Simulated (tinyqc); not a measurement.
# From saturation current I/W back to saturation velocity v_s

Model: charge control and current of a heterostructure field-effect transistor. Computed by tinyqc, a small Python program. Command: `OMP_NUM_THREADS=1 python tinyqc.py 3024984 3024985 out.jsonl hemt inv`. One thread of a shared host (Intel(R) Xeon(R) Processor @ 2.30GHz), about 0.03 s of CPU time with the checks.

Two subbands in a triangular well; E_F is counted from the conduction band edge of the channel at the interface.

Inputs (values chosen for the exercise, modelled on AlGaAs/GaAs):
```
quantity                                  value        unit
channel mass m                             0.07         m_0
permittivity eps (barrier and channel)     12.6           -
barrier thickness d                          25          nm
Schottky barrier phi_B                     0.89          eV
conduction band offset dE_c                0.26          eV
delta-doping density N_d                3.2e+12      1/cm^2
gate voltage V_G                              0           V
mobility mu                                6300  cm^2/(V s)
gate length L                               290          nm
source resistance R_S                      0.58      ohm mm
temperature T                               300           K
mixing                                      0.3           -
iteration cap                               200           -
spacer between delta layer and channel      3.2          nm
```

Charge source: delta doping. Velocity law: smooth.

Constants: e = 1.602176634e-19 C; eps_0 = 8.8541878128e-12 F/m; k_B = 8.617333262e-05 eV/K; hbar = 1.054571817e-34 J s; m_0 = 9.1093837015e-31 kg; k_B = 1.380649e-23 J/K.

Method:
- Threshold V_T = phi_B - dE_c - e N_d (d - spacer)/(eps eps_0) (in volts); C_b = eps eps_0/d.
- Charge control: n_s = C_b (V_G - V_T - E_F/e)/e. Well: mean field F = e n_s/(2 eps eps_0), E_i = (hbar^2/2m)^(1/3) [(3 pi e F/2)(i + 3/4)]^(2/3), i = 0, 1; n_s = D k_B T sum_i ln(1 + exp((E_F - E_i)/k_B T)), D = m/(pi hbar^2), which is solved in closed form for E_F.
- Iteration from n_s = C_b (V_G - V_T)/(2e): E_F from n_s, n_out from the charge control, n_new = n_s + mixing (n_out - n_s), kept above n_s/10; stop when |n_out/n_s - 1| < 1e-9.
- C_g = e dn_s/dV_G = 1/(1/C_b + 1/C_q), 1/C_q = d(E_F/e)/d(e n_s) by a central difference of +/- 0.1 % in n_s; added distance dd = eps eps_0/C_q.
- With V = e n_s/C_g and V_c = v_s L/mu: for v = mu F/(1 + mu F/v_s), V_Dsat = V_c (sqrt(1 + 2V/V_c) - 1) and I/W = C_g v_s (V - V_Dsat); g_m = dI/dV; extrinsic g_m/(1 + g_m R_S); f_T = g_m/(2 pi C_g L).

Task: A run gave the result below. Find the saturation velocity v_s, known to lie between 0.84 and 2.9 1e7 cm/s.

saturation current I/W = 117.7649 mA/mm

Result:

Each step takes the trial c = (a f_b - b f_a)/(f_b - f_a), f being the result less the target and a, b, c the logarithms of the listed values; c replaces end b, the old b replaces a if the sign of f changed, and otherwise f_a is halved.

Scan of the range:
```
saturation velocity v_s (1e7 cm/s)  saturation current I/W (mA/mm)
0.84                                                        72.056
1.03                                                        84.316
1.27                                                        98.599
1.56                                                       114.373
1.92                                                       132.099
2.36                                                       151.501
2.90                                                       172.587
```

False position (Illinois rule, in the logarithm of the input) inside the bracket:
```
step    end a    end b    trial  saturation current I/W (mA/mm)
1     1.56000  1.92000  1.62324                         117.624
2     1.92000  1.62324  1.62589                         117.759
3     1.92000  1.62589  1.62610                         117.770
4     1.62589  1.62610  1.62600                         117.765
```

Saturation current I/W rises at every point of a 13-point scan of the range (every second point is shown), so one value fits; it is bracketed by 1.56 and 1.92. Answer: saturation velocity v_s = 1.626 1e7 cm/s.
